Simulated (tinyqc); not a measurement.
Comparisons within one model: quasiparticle equation with a plasmon-pole self-energy for two band edges. A value that a table varies takes the place of the one given here.

For each edge E = e + X + Sc(E), with the correlation part Sc(E) = A[0]/(E - a + w) + A[1]/(E - b - w); a and b are the valence and conduction energies that enter the Green function (a = ev, b = ec in the one-shot scheme). Z = 1/(1 - dSc/dE), dSc/dE = -A[0]/(E - a + w)^2 - A[1]/(E - b - w)^2.

Values chosen for the exercise (scales of the order of those of SiO2; not measured data):
- ev = 0 eV (mean-field valence top)
- ec = 5.75 eV (mean-field conduction edge)
- w = 19.9 eV (pole energy)
- Av = (53.9, 24.3) eV^2 (weights of the valence state on the hole and electron poles)
- Ac = (27.8, 63.5) eV^2 (the same for the conduction state)
- Xv = -4.26 eV (exchange minus the mean-field potential, valence)
- Xc = 3.34 eV (the same, conduction)

## Schemes compared

Z = 1; linearised; exact one-shot; energies updated in G (a, b); updated in G and W, where w grows by half of the opening of the gap (a rule chosen for the exercise).

Results (eV):
```
scheme               Ev     Ec    gap  opening
mean field        0.000  5.750  5.750    0.000
Z = 1            -2.499  6.983  9.482    3.732
linearised       -2.130  6.775  8.905    3.155
one-shot, exact  -2.106  6.769  8.876    3.126
update G         -2.385  6.853  9.239    3.489
update G and W   -2.564  7.066  9.630    3.880
```

The openings run from 3.126 (one-shot, exact) to 3.880 eV (update G and W). Linearising moves the gap by 30 meV, updating G +363 meV and updating W a further +392 meV: once Z is kept, the level of self-consistency matters more than linearising.

## The starting point

The mean-field gap is opened by d (ev lowered by d/2, ec raised by d/2) and X is changed by the opposite amounts, so that e + X stays; one-shot and G-updated gaps.

Gaps (eV):
```
d    start  one-shot  update G
0.0  5.750    8.8755    9.2385
0.2  5.950    8.8984    9.2385
0.4  6.150    8.9211    9.2385
0.6  6.350    8.9435    9.2385
0.9  6.650    8.9769    9.2385
1.2  6.950    9.0099    9.2385
1.6  7.350    9.0532    9.2385
```

The one-shot gap moves by a fraction 0.11 of any change of the starting gap, while the updated gap, 9.2385 eV, does not depend on it. The two agree where the start already equals the result, near d = 3.49 eV. A real change of starting point alters the orbitals and the screening too; this model holds both fixed.

## What each parameter does

Exact one-shot edges and Z of the valence state there. Each row changes one parameter from the base and keeps the others.

Results:
```
case                     Ev (eV)  Ec (eV)  gap (eV)       Z
base                     -2.1063   6.7692    8.8755  0.8321
w = 20.89 eV             -2.2158   6.8779    9.0937  0.8448
Xv = -4.36 eV            -2.1895   6.7692    8.9587  0.8311
Xc = 3.44 eV             -2.1063   6.8513    8.9576  0.8321
ec = 5.85 eV             -2.1037   6.8660    8.9697  0.8323
Av = (56.6, 24.3) eV^2   -1.9808   6.7692    8.7500  0.8277
Ac = (27.8, 66.68) eV^2  -2.1063   6.6317    8.7380  0.8321
```

The largest shifts from the base row, up to three for each result and ties (the steps differ in size, so this ranks the rows, not the parameters). Ev (eV): Av +0.1255, w -0.1095, Xv -0.0832; unchanged at the printed digits by Xc and Ac. Ec (eV): Ac -0.1375, w +0.1087, ec +0.0968; unchanged at the printed digits by Xv and Av. gap (eV): w +0.2182, Ac -0.1375, Av -0.1255. Z: w +0.0127, Av -0.0044, Xv -0.0010; unchanged at the printed digits by Xc and Ac.

(tinyqc, `OMP_NUM_THREADS=1 python tinyqc.py 1880754 1880755 out.jsonl`, Intel(R) Xeon(R) Processor @ 2.30GHz, 1 thread, shared host, about 0.02 s.)
